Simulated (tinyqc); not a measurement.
Changing the dopant density N_X: self-consistent Fermi level with native defects, at growth and after a quench. Computed by tinyqc, a small Python program. Command: `OMP_NUM_THREADS=1 python tinyqc.py 3006119 3006120 out.jsonl scfermi sweep`. One thread of a shared host (Intel(R) Xeon(R) Processor @ 2.30GHz), about 0.08 s of CPU time with the checks.

Energies are counted from the top of the valence band (VBM); when the gap shrinks with temperature the conduction band moves and the levels stay. The added dopant is taken as fully ionised. D and A draw on one reservoir with opposite signs, as the two vacancies of a compound do.

Inputs (values chosen for the exercise, with bands modelled on InP):

| quantity | value | unit |
|---|---|---|
| gap E_g at 300 K | 1.38 | eV |
| slope -dE_g/dT above 300 K | 0.00034 | eV/K |
| electron mass m_e | 0.0782 | m_0 |
| valleys M_c | 1 | - |
| hole mass m_h | 0.615 | m_0 |
| E_f of the neutral native donor D | 1.042 | eV |
| E_f of the neutral native acceptor A | 1.658 | eV |
| shift s of the chemical potential | -0.079 | eV |
| site density N_s | 1.7e+22 | cm^-3 |
| growth temperature T_g | 1050 | K |
| temperature of use T | 200 | K |

Added shallow dopant: donor.

levels of D above the VBM, most positive state first (eV): 0.697  1.12

levels of A above the VBM, (0/-1) first (eV): 0.12  0.594  0.617

Constants: m_0 = 9.1093837015e-31 kg; k_B = 1.380649e-23 J/K; h = 6.62607015e-34 J s; k_B = 8.617333262e-05 eV/K.

Method:
- E_f(D, 0) = input + s and E_f(A, 0) = input - s; E_f(q, E_F = 0) follows from the levels, eps(q/q-1) = E_f(q - 1) - E_f(q) at E_F = 0.
- E_g(T) = E_g - slope x max(0, T - 300 K).
- N_c = 2 M_c (2 pi m_e k_B T/h^2)^(3/2) and N_v = 2 (2 pi m_h k_B T/h^2)^(3/2), masses in units of m_0.
- At growth T = T_g.
- n = N_c F_1/2((E_F - E_g)/k_B T), p = N_v F_1/2(-E_F/k_B T).
- F_1/2(eta) = (2/sqrt(pi)) int_0^infinity sqrt(x)/(1 + exp(x - eta)) dx, by the trapezoid rule in t = sqrt(x) with step 0.02 up to t = 12 (for eta < -12 by exp(eta) - exp(2 eta)/2^(3/2)).
- In equilibrium c_q = N_s exp(-(E_f(q, 0) + q E_F)/k_B T).
- Net charge = p - n + sum q c_q + N_X; the log ratio is ln(positive charge/negative charge).
- E_F is the root of the log ratio, by 50 bisections between -0.5 eV and E_g + 0.5 eV.
- After a quench the totals of D and A stay as grown, and each is shared among its charge states with weights exp(-(E_f(q, 0) + q E_F)/k_B T).

One run for each value:

| dopant density N_X (cm^-3) | E_F at growth (eV) | total D (cm^-3) | total A (cm^-3) | E_F after the quench (eV) | n after the quench (cm^-3) | p after the quench (cm^-3) |
|---|---|---|---|---|---|---|
| 1.00e+15 | 0.79121 | 2.1189e+19 | 9.1810e+18 | 0.71176 | 4.3288 | 7.641 |
| 4.00e+15 | 0.79121 | 2.1188e+19 | 9.1817e+18 | 0.71176 | 4.3288 | 7.641 |
| 2.00e+16 | 0.79122 | 2.1184e+19 | 9.1854e+18 | 0.71176 | 4.3289 | 7.641 |
| 7.00e+16 | 0.79126 | 2.1173e+19 | 9.1970e+18 | 0.71176 | 4.3292 | 7.640 |
| 3.00e+17 | 0.79144 | 2.1120e+19 | 9.2503e+18 | 0.71177 | 4.3305 | 7.638 |
| 1.00e+18 | 0.79200 | 2.0960e+19 | 9.4135e+18 | 0.71178 | 4.3340 | 7.632 |
| 4.00e+18 | 0.79433 | 2.0307e+19 | 1.0129e+19 | 0.71182 | 4.3434 | 7.615 |
| 2.00e+19 | 0.80523 | 1.7538e+19 | 1.4297e+19 | 0.71145 | 4.2513 | 7.780 |
| 7.00e+19 | 0.82775 | 1.3079e+19 | 2.9314e+19 | 0.70695 | 3.2735 | 10.104 |
| 3.00e+20 | 0.86734 | 8.0355e+18 | 1.0508e+20 | 0.68579 | 0.9590 | 34.492 |

Over the rows, E_F at growth (eV) rises from 0.791 to 0.867; total D (cm^-3) falls from 2.12e19 to 8.04e18; total A (cm^-3) rises from 9.18e18 to 1.05e20. The density of carriers of the sign that the dopant should give, relative to N_X, goes after the quench from 4.3e-13 % to 3.2e-19 %. Doping moves E_F at growth, which lowers E_f of the compensating defect by its charge times the shift.

Caution (rows 1.00e15, 4.00e15, 2.00e16, 7.00e16, 3.00e17, 1.00e18, 4.00e18, 7.00e19, 3.00e20): above about 2e19 cm^-3 defects interact, pair and form bands, which the dilute model leaves out.
